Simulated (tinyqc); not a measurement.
Rigid-ion and shell models of the dielectric response of an ionic crystal. From one set of inputs to another, one input at a time. Computed by tinyqc, a small Python program. Command: `OMP_NUM_THREADS=1 python tinyqc.py 3023709 3023710 out.jsonl shell ladder`. One thread of a shared host (Intel(R) Xeon(R) Processor @ 2.30GHz), about 0.01 s of CPU time with the checks.

Charges +Z and -Z; 6 nearest neighbours, Madelung constant M = 1.747565, volume per ion pair Omega = 2.000000 d^3. Energy per pair U = -M Z^2 e2/d + 6 A exp(-d/rho), e2 = e^2/(4 pi eps_0). In the shell model the anion is a core of charge Y - Z and a massless shell of charge -Y, joined by the spring k; the repulsion acts on the shell. Each ion feels the Lorentz field E + (4 pi/3) P (Gaussian units).

The inputs printed are set A. Inputs not listed in the table keep their values of set A, so the rows need not describe a real material.

Inputs (values chosen for the exercise, for a model crystal):
```
quantity                       value           unit
nearest-neighbour distance d    2.28       angstrom
ionic charge Z                     1              e
hardness d/rho                  11.7              -
cation mass                     58.2              u
anion mass                        16              u
shell charge size Y             3.07              e
core-shell spring k             96.8  eV/angstrom^2
cation polarisability alpha_+   0.12     angstrom^3
film thickness t                   3             nm
```

Structure: rock salt.

Constants: e^2/(4 pi eps_0) = 14.39964548 eV angstrom; 1 eV/angstrom^3 = 160.2176634 GPa; nu for 1 eV/(angstrom^2 u) = 15.6333042 THz; 1 THz = 33.35640952 1/cm; eps_0 = 8.8541878128e-12 F/m; h x 1 THz = 4.135667696 meV.

Method:
- Zero pressure fixes 6 A exp(-d/rho) = M Z^2 e2 rho/d^2. Then U = -(M Z^2 e2/d)(1 - rho/d), B = M Z^2 e2 (d/rho - 2)/(9 Omega d), and the spring of one sublattice against the other is R = (1/3) x (Laplacian of the repulsion summed over neighbours) = M Z^2 e2 (d/rho - 2)/(3 d^3), so R = 3 B Omega/d^2.
- Eliminating the shell gives the anion polarisability alpha_- = Y^2 e2/(k + R), the Szigeti charge Z_S = Z - Y R/(k + R) and the softened spring R' = k R/(k + R). With b = 4 pi (alpha_+ + alpha_-)/(3 Omega): eps_inf = (1 + 2b)/(1 - b) (Clausius-Mossotti); Born charge Z* = Z_S (eps_inf + 2)/3.
- mu lambda_TO = R' - (4 pi e2/(3 Omega)) Z_S^2/(1 - b); mu lambda_LO = mu lambda_TO + 4 pi e2 Z*^2/(eps_inf Omega); eps_s = eps_inf lambda_LO/lambda_TO.
- lambda in eV/(angstrom^2 u) gives the wavenumber 15.6333042 x 33.35640952 x sqrt(lambda); mu is the reduced mass.
- Capacitance per area eps_0 eps_s/t; equivalent oxide thickness EOT = t x 3.9/eps_s; the surface optical mode against silicon (eps = 11.7) lies at omega_TO sqrt[(eps_s + 11.7)/(eps_inf + 11.7)], and its squared coupling to channel electrons scales as g = hbar omega_SO [1/(11.7 + eps_inf) - 1/(11.7 + eps_s)], with hbar omega = h c x wavenumber.

Each row keeps all changes above it:
```
input moved                                 from    to  eps_inf  omega_TO (1/cm)  remote-phonon coupling g (meV)
set A                                          -     -    2.014            303.4                          0.3809
shell charge size Y (e)                     3.07  2.91    1.891            303.8                          0.3746
hardness d/rho                              11.7  7.72    1.921            167.3                          0.7008
film thickness t (nm)                          3    11    1.921            167.3                          0.7008
nearest-neighbour distance d (angstrom)     2.28  2.68    1.516            135.9                          0.5139
core-shell spring k (eV/angstrom^2)         96.8  49.2    2.108            130.6                          0.5558
cation polarisability alpha_+ (angstrom^3)  0.12  0.41    2.294            124.5                          0.5995
ionic charge Z (e)                             1     2    2.103            271.7                          0.8708
```

Where does the difference come from?

eps_inf goes from 2.01 to 2.10, a factor 1.04 in all. The largest single move comes from core-shell spring k (a factor 1.39), and nearest-neighbour distance d works against it (a factor 0.789). omega_TO goes from 303 to 272, a factor 0.895 in all. The largest single move comes from ionic charge Z (a factor 2.18), but it runs against the net change; the largest move in the direction of the net change is hardness d/rho (a factor 0.551). Remote-phonon coupling g goes from 0.381 to 0.871, a factor 2.29 in all. The largest single move comes from hardness d/rho (a factor 1.87), and nearest-neighbour distance d works against it (a factor 0.733). The single moves hold for this order of the switches; the total does not depend on the order.

Extremes, crossings and ranges named in words are read from the listed rows.
